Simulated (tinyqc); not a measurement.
Berg model of reactive sputtering of a nitride or oxide: poisoning, hysteresis and pumping speed. Changing the compound yield Y_c. Computed by tinyqc, a small Python program. Command: `OMP_NUM_THREADS=1 python tinyqc.py 3027797 3027798 out.jsonl berg sweep`. One thread of a shared host (Intel(R) Xeon(R) Processor @ 2.30GHz), about 0.02 s of CPU time with the checks.

A diatomic gas reacts with bare metal on the target and on the collecting surfaces; ions remove metal and compound from the target. theta_t and theta_c are the compound fractions.

Inputs (values chosen for the exercise, close to those used for aluminium nitride):
```
quantity                         value     unit
ion current density J               11  mA/cm^2
target area A_t                    180     cm^2
collecting area A_c               3500     cm^2
metal yield Y_m                   0.88        -
sticking coefficient alpha        0.33        -
reactive atoms per metal atom z      1        -
gas mass M                          28        u
pumping speed S                     46      l/s
gas temperature T                  300        K
reactive partial pressure P      0.005       Pa
```

Constants: e = 1.602176634e-19 C; u = 1.6605390666e-27 kg; k_B = 1.380649e-23 J/K.

Method. Ion flux j = J/e; gas flux F = P/sqrt(2 pi M k_B T). Target: (2/z) alpha F (1 - theta_t) = j Y_c theta_t. Sputtered flows F_c = j Y_c theta_t A_t, F_m = j Y_m (1 - theta_t) A_t. Collector: (2/z) alpha F (1 - theta_c) A_c + F_c (1 - theta_c) = F_m theta_c. Gas use Q = alpha F [(1 - theta_t) A_t + (1 - theta_c) A_c] + P S/(k_B T); 1 sccm = 4.4780e17 molecules/s. Rate R = F_m + F_c, given relative to j Y_m A_t. P is a single-valued function of the flow Q only if dQ/dP > 0 everywhere: S must exceed k_B T times the steepest fall of the surface terms with P.

One run for each value; columns: (1) compound yield Y_c; (2) critical pumping speed (l/s); (3) rate relative to clean metal; (4) theta_t; (5) pressure of the steepest fall (Pa):
```
(1)      (2)     (3)     (4)      (5)
0.026  899.5  0.1832  0.8416  0.00236
0.041  768.8  0.2648  0.7712  0.00304
0.062  644.8  0.3584  0.6903  0.00387
0.095  514.9  0.4714  0.5926  0.00501
0.150  378.1  0.6022  0.4795  0.00674
0.220  269.1  0.7107  0.3858  0.00885
0.340  156.0  0.8227  0.2890  0.01271
0.530   59.3  0.9178  0.2068  0.02108
```

What does the table show, and why?

Over the rows, critical pumping speed (l/s) falls from 900 to 59.3 (exponent d ln y / d ln x -0.34 between the first rows and -2.2 between the last); rate relative to clean metal rises from 0.183 to 0.918 (exponent d ln y / d ln x 0.81 between the first rows and 0.25 between the last); theta_t falls from 0.842 to 0.207 (exponent d ln y / d ln x -0.19 between the first rows and -0.75 between the last). The closer Y_c comes to Y_m, the less poisoning changes the metal supply.

Caution (rows 0.0260, 0.0410, 0.0620, 0.0950, 0.150, 0.220): here dQ/dP is negative, a branch that flow control cannot hold.
